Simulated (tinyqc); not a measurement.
Inside a calculation. Model: hopping conduction between localised states. Computed by tinyqc, a small Python program that keeps every step. Command: `OMP_NUM_THREADS=1 python tinyqc.py 3024614 3024615 out.jsonl hop walk`. One thread of a shared host (Intel(R) Xeon(R) Processor @ 2.30GHz), about 0.01 s of CPU time with the checks. Intermediate numbers are printed to about 5 digits and carried at full precision; extremes and crossings named in words are read from the listed rows.

Energies are counted from the Fermi level. A small network shows the mechanism; the laws of an infinite system follow.

Inputs (values chosen for the exercise, for a model impurity band):
```
quantity,value,unit
localisation length xi,5.7,nm
density of states g_0,4.5e+13,1/(eV cm^2)
permittivity eps,16,-
activation energy E_a to extended states,0.16,eV
prefactor of activated conduction,23,microsiemens
prefactor of hopping,0.49,microsiemens
conductance scale G_0,1,microsiemens
temperature T,160,K
```

Dimension: 2D.

sites of the small network (nm, nm, meV):
```
,x,y,energy
1,0,4.75,-2.04
2,14.92,1.91,-30.16
3,24.04,11.02,-19.15
4,38.27,16.43,-18.27
5,49.28,11.6,-18.26
6,60,14.99,-2.04
```

Constants: k_B = 8.617333262e-05 eV/K; e^2/(4 pi eps_0) = 14.39964548 eV angstrom.

## Pair exponents

Miller-Abrahams exponent s_ij = 2 r_ij/xi + (|E_i| + |E_j| + |E_i - E_j|)/(2 k_B T); G_ij = G_0 exp(-s_ij). The diagonal is set to 0 and not used.

s_ij, lower triangle (symmetric):
```
,1,2,3,4,5,6
1,0.000
2,7.517,0.000
3,10.106,6.710,0.000
4,15.365,11.835,6.731,0.000
5,18.782,14.714,10.247,5.544,0.000
6,21.505,18.657,14.083,8.966,5.269,0.000
```

## Kirchhoff solution

Site 1 is held at potential 1 and site 6 at 0; Kirchhoff's law sum_j G_ij (u_i - u_j) = 0 fixes the others; G = sum_j G_1j (1 - u_j). G_ij = G_0 exp(-s_ij).

potentials: [1.0000, 0.5396, 0.3366, 0.1156, 0.0510, 0.0000]

conductance G = 2.7776e-04 microsiemens

-ln(G/G_0) = 8.1888

## Critical path

Critical exponent s_c: the smallest value such that bonds with s_ij <= s_c connect site 1 with site 6.

critical exponent s_c = 7.5165

One such path is 1-2-3-4-5-6. -ln(G/G_0) = 8.19 against s_c = 7.52: the hardest unavoidable hop sets the conductance.

## The network against temperature

Miller-Abrahams exponent s_ij = 2 r_ij/xi + (|E_i| + |E_j| + |E_i - E_j|)/(2 k_B T); G_ij = G_0 exp(-s_ij). Site 1 is held at potential 1 and site 6 at 0; Kirchhoff's law sum_j G_ij (u_i - u_j) = 0 fixes the others; G = sum_j G_1j (1 - u_j). The last column is the length of the critical bond.

Network:
```
T (K),-ln(G/G_0),s_c,critical hop (nm)
48,12.564,12.621,15.188
72,10.499,10.190,15.188
110,9.042,8.511,15.188
160,8.189,7.517,15.188
240,7.573,6.787,15.188
400,7.090,6.204,15.188
800,6.732,5.767,15.188
```

-ln(G/G_0) follows s_c within 1.0. The critical hop is 15.2 nm long at the lowest T and 15.2 nm at the highest: in this small sample the range does not grow on cooling.

## Variable-range laws

Mott: T_M = 13.8/(k_B g_0 xi^2), exponent (T_M/T)^(1/3), mean hop r = (1/3) xi times the exponent. Efros-Shklovskii: T_ES = 6.5 e^2/(4 pi eps eps_0 k_B xi), exponent (T_ES/T)^(1/2). Coulomb gap width g_0 (e^2/(4 pi eps eps_0))^2. The numerical coefficients come from percolation theory and are given.

T_M = 10953 K

T_ES = 1191.0 K

Mott exponent = 4.0908

Efros-Shklovskii exponent = 2.7283

mean hop by the Mott formula = 7.7725 nm

Coulomb gap = 3.6448 meV

The larger exponent, here Mott, is the one that limits; the two are equal at T = 14.1 K, below which the Coulomb gap rules.

## Total conductivity

sigma = s_1 exp(-E_a/k_B T) + s_2 exp(-larger of the two exponents); reduced activation energy w = d ln(sigma)/d ln(T) by a central difference of +/- 1 %.

activated part = 2.0987e-04 microsiemens

hopping part = 0.0081957 microsiemens

conductivity = 0.0084056 microsiemens

reduced activation energy w = 1.6195

Hopping carries 98 %. For sigma = s exp(-(T_0/T)^p), w = p (T_0/T)^p, so the slope of ln w against ln T gives -p.

Checks made by the program: current leaving the first site against current entering the last (relative difference below 1e-10).
